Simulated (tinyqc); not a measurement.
# Punch-through p+-n junction, ionisation integral and breakdown: what changes with what

A p+ layer at x < 0 and an n drift layer from x = 0 to L on an n+ substrate. Depletion approximation, built-in voltage neglected. Local ionisation coefficients alpha_n = an exp(-(bn/E)^mx), alpha_p = ap exp(-(bp/E)^mx). Electrons move towards +x, holes towards x = 0.

Parameters, values chosen for the exercise; material values close to those of 4H silicon carbide: relative permittivity eps_r = 9.65; prefactor of the electron ionisation coefficient an = 1.69e8 1/cm; field constant for electrons bn = 3.19e7 V/cm; prefactor of the hole ionisation coefficient ap = 3.48e8 1/cm; field constant for holes bp = 2.39e7 V/cm; exponent mx = 1; electron mobility of the drift layer mu = 852 cm^2/(V s); donor density of the drift layer N = 1.6e16 cm^-3; thickness of the drift layer L = 2.9 um.

Constants: q = 1.602176634e-19 C, eps0 = 8.8541878128e-14 F/cm where lengths are in cm. Results are converted to the units shown.

Each table varies one quantity; the others keep the values above.

## Multiplication against voltage

W = sqrt(2 eps0 eps_r V/(q N)), peak field E0 = q N W/(eps0 eps_r), falling linearly to 0 at W; if W > L the layer is punched through: W = L, E0 = V/L + q N L/(2 eps0 eps_r), falling linearly to E1 = V/L - q N L/(2 eps0 eps_r). G(x) = integral from 0 to x of (alpha_n - alpha_p); I_n = integral of alpha_n exp(-G) (electrons injected at x = 0), I_p = integral of alpha_p exp(G(end) - G) (holes injected at the far edge); M = 1/(1 - I). Integrals on a fine grid; BV is where I_n = 1. Here BV = 658.609 V; the Miller exponent is n = ln(1 - 1/M)/ln(V/BV).

Multiplication against voltage:
```
V (V)	E0 (kV/cm)	I_n	I_p	M_n	M_p	Miller n, electrons	Miller n, holes
263	1.34e3	1.40e-7	1.45e-4	1.00	1.00	17.2	9.63
329	1.57e3	5.93e-6	0.00259	1.00	1.00	17.3	8.58
395	1.80e3	1.02e-4	0.0227	1.00	1.02	18.0	7.40
461	2.02e3	9.82e-4	0.120	1.00	1.14	19.4	5.93
527	2.25e3	0.00704	0.404	1.01	1.68	22.2	4.07
566	2.39e3	0.0226	0.651	1.02	2.86	25.0	2.83
606	2.52e3	0.0873	0.872	1.10	7.82	29.3	1.64
632	2.61e3	0.255	0.959	1.34	24.1	33.2	1.03
649	2.67e3	0.587	0.989	2.42	94.8	36.3	0.722
```

M_n rises from 1.000 to 2.42 and M_p from 1.000 to 94.8; both diverge at BV. The Miller exponent for electrons rises from 17.2 to 36.3 and that for holes falls from 9.63 to 0.722, so one exponent describes neither over the whole range. The larger multiplication belongs to holes, whose coefficient at the peak field of the last row is 41.1 times the other.

## Effect of the drift doping

Same model as above.

Specific on-resistance Ron = L/(q mu N) with constant mobility and full ionisation.

Effect of the drift doping:
```
N (cm^-3)	BV (V)	E0 at BV (kV/cm)	W at BV (um)	Ron (mohm cm^2)	BV^2/Ron (MW/cm^2)	eps0 eps_r mu E0^3/4 (MW/cm^2)
1.3e15	687	2.40e3	2.90	1.63	289	2.53e3
2.6e15	687	2.44e3	2.90	0.817	577	2.64e3
4.9e15	685	2.50e3	2.90	0.434	1.08e3	2.83e3
9.4e15	678	2.59e3	2.90	0.226	2.03e3	3.18e3
1.8e16	651	2.73e3	2.90	0.118	3.59e3	3.72e3
3.5e16	566	2.90e3	2.90	0.0607	5.28e3	4.46e3
6.7e16	380	3.09e3	2.46	0.0317	4.55e3	5.37e3
1.3e17	224	3.30e3	1.35	0.0163	3.06e3	6.55e3
```

BV falls from 687 to 224 V while the critical field rises from 2400 to 3300 kV/cm. BV goes as N^(0.00) between the first two rows and N^(-0.80) between the last two (a coefficient proportional to E^7 gives -0.75 without punch-through). BV^2/Ron goes from 289 through a maximum of 5280 (at N = 3.5e16 among the rows listed) to 3060 MW/cm^2; the layer is punched through at breakdown in 6 of the 8 rows.

## Effect of the drift thickness

Same model as above.

The value eps0 eps_r mu E0^3/4 holds for a triangular field; a layer that punches through can exceed it.

Effect of the drift thickness:
```
L (um)	BV (V)	E0 at BV (kV/cm)	W at BV (um)	Ron (mohm cm^2)	BV^2/Ron (MW/cm^2)	eps0 eps_r mu E0^3/4 (MW/cm^2)
1.4	353	2.73e3	1.40	0.0641	1.95e3	3.72e3
1.8	440	2.72e3	1.80	0.0824	2.35e3	3.65e3
2.4	564	2.71e3	2.40	0.110	2.89e3	3.61e3
3.3	730	2.71e3	3.30	0.151	3.52e3	3.60e3
4.4	900	2.71e3	4.40	0.201	4.02e3	3.60e3
5.9	1.07e3	2.71e3	5.90	0.270	4.27e3	3.60e3
8	1.20e3	2.71e3	8.00	0.366	3.96e3	3.60e3
11	1.22e3	2.71e3	9.02	0.504	2.95e3	3.60e3
14	1.22e3	2.71e3	9.02	0.641	2.32e3	3.60e3
```

BV rises from 353 to 1220 V and saturates once L exceeds the free depleted width of 9.02 um, while Ron keeps rising as L. BV^2/Ron goes from 1950 through a maximum of 4270 (at L = 5.9 um among the rows listed) to 2320 MW/cm^2. The best row has L = 0.65 of that width: the last part of the triangle adds little voltage but its full share of resistance.

tinyqc, about 0.1 s, one thread, Intel Xeon 2.30GHz (shared host): `OMP_NUM_THREADS=1 python tinyqc.py 2120032 2120033 out.jsonl`
